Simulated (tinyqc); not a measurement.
Chemical-mechanical planarisation: Preston law, pattern density and step-height reduction: one step, computed by the program tinyqc.

A row of 10 cells, repeated periodically, holds raised features that cover a share rho of each cell.

Problem. State at time t. While h > h_c only raised areas polish, at R0/rho_eff, until t_c = rho_eff (h0 - h_c)/R0. After that h = h_c exp(-(t - t_c)/tau), tau = rho_eff h_c/R0; low areas polish at R0 (1 - h/h_c) and raised areas at R0 [1 + (1 - rho_eff) h/(rho_eff h_c)]. Removed from raised areas after t_c: h0 - h_c + R0 (t - t_c) + (1 - rho_eff)(h_c - h); from low areas: R0 (t - t_c) - rho_eff (h_c - h). Film left = z0 less the removal from raised areas.

Inputs (values chosen for the exercise, close to those used for oxide polishing):

| quantity | value | unit |
|---|---|---|
| initial step height h0 | 180 | nm |
| contact height h_c | 23 | nm |
| film above the raised areas z0 | 430 | nm |
| polish time t | 5.3 | s |

effective densities: 0.6855102  0.5697389  0.4051695  0.2808807  0.2316181  0.2425115  0.3583102  0.5609595  0.7191307  0.7461708

blanket rate R0 = 12.65672 nm/s

Give: Cells; range of film left across the row; largest remaining step; thinnest film left.

Solution.

Cells:

| cell | rho_eff | t_c (s) | step h (nm) | removed, raised (nm) | removed, low (nm) | film left on raised areas (nm) |
|---|---|---|---|---|---|---|
| 1 | 0.6855 | 8.503 | 82.14 | 97.9 | 0.00 | 332.1 |
| 2 | 0.5697 | 7.067 | 62.26 | 117.7 | 0.00 | 312.3 |
| 3 | 0.4052 | 5.026 | 15.85 | 164.7 | 0.57 | 265.3 |
| 4 | 0.2809 | 3.484 | 0.66 | 196.1 | 16.71 | 233.9 |
| 5 | 0.2316 | 2.873 | 0.07 | 205.3 | 25.41 | 224.7 |
| 6 | 0.2425 | 3.008 | 0.13 | 203.3 | 23.46 | 226.7 |
| 7 | 0.3583 | 4.445 | 6.18 | 178.6 | 4.80 | 251.4 |
| 8 | 0.5610 | 6.958 | 60.42 | 119.6 | 0.00 | 310.4 |
| 9 | 0.7191 | 8.920 | 86.72 | 93.3 | 0.00 | 336.7 |
| 10 | 0.7462 | 9.256 | 90.10 | 89.9 | 0.00 | 340.1 |

range of film left across the row = 115.4 nm

largest remaining step = 90.10 nm

thinnest film left = 224.7 nm

5 of 10 cells have reached contact. The cell with the lowest rho_eff has lost the most film from its raised areas.
